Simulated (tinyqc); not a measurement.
## Resistance of a tapered via with liner, size effect and interface: via resistance against the height

A round via whose diameter grows from db at the bottom as D(z) = db + 2 z/tan(ang). The fill, of diameter D - 2 tl, starts above the bottom liner (thickness fb tl) and has rho = rho0 (1 + ks lam/(D - 2 tl)); the sidewall liner conducts in parallel with it. The bottom liner and the interface are crossed over the full area pi db^2/4. Spreading in the lines above and below is left out.

Slices between z0 = fb tl and hv, evaluated at their midpoints: conductance per length pi/4 [(D - 2 tl)^2/rho + (D^2 - (D - 2 tl)^2)/rl], slice resistance = slice height over that. 2000 slices. R_fill = sum of the slices; R_bottom = rl fb tl/(pi db^2/4); R_interface = ri/(pi db^2/4); ballistic (Sharvin) limit 1/(Sb pi (db - 2 tl)^2/4); ideal cylinder rho0 hv/(pi db^2/4).

Parameters, values chosen for the exercise; fill metal close to molybdenum:
```
symbol,value,unit,meaning
db,25,nm,diameter at the bottom
ang,85,degrees,sidewall angle
rho0,5.43,uohm cm,bulk resistivity of the fill
lam,11.2,nm,mean free path of the fill
ks,1.3,,size-effect factor
tl,0.2,nm,liner on the sidewall
fb,0.7,,liner at the bottom over that on the sidewall
rl,210,uohm cm,resistivity of the liner
ri,9.9e-13,ohm cm^2,interface resistivity at the bottom
Sb,1.3e15,S/m^2,"ballistic conductance per area, about 3/(4 rho0 lam)"
```

The same in every row: R_bottom (ohm) = 0.5989; R_interface (ohm) = 0.2017; ballistic limit (ohm) = 1.618.

Via resistance against the height:
```
hv (nm)  R_fill (ohm)  R (ohm)  R over ideal cylinder  largest part
15              2.392    3.193                  1.924          fill
22              3.343    4.144                  1.703          fill
31              4.433    5.234                  1.526          fill
46              5.982    6.783                  1.333          fill
66              7.650    8.450                  1.157          fill
95              9.502    10.30                 0.9804          fill
140             11.54    12.34                 0.7967          fill
200             13.34    14.14                 0.6391          fill
```

What does the comparison show?

R rises from 3.19 to 14.1 ohm. The fill is the largest part at hv = 15 and in all other rows. The share of the two bottom terms goes from 25.1 to 5.66 %. For hv = 15 the ballistic limit exceeds half of R_fill, so the diffusive model understates R.

Program tinyqc, `OMP_NUM_THREADS=1 python tinyqc.py 2750188 2750189 out.jsonl`; Intel Xeon 2.30GHz, shared host, one thread, about 0.01 s.
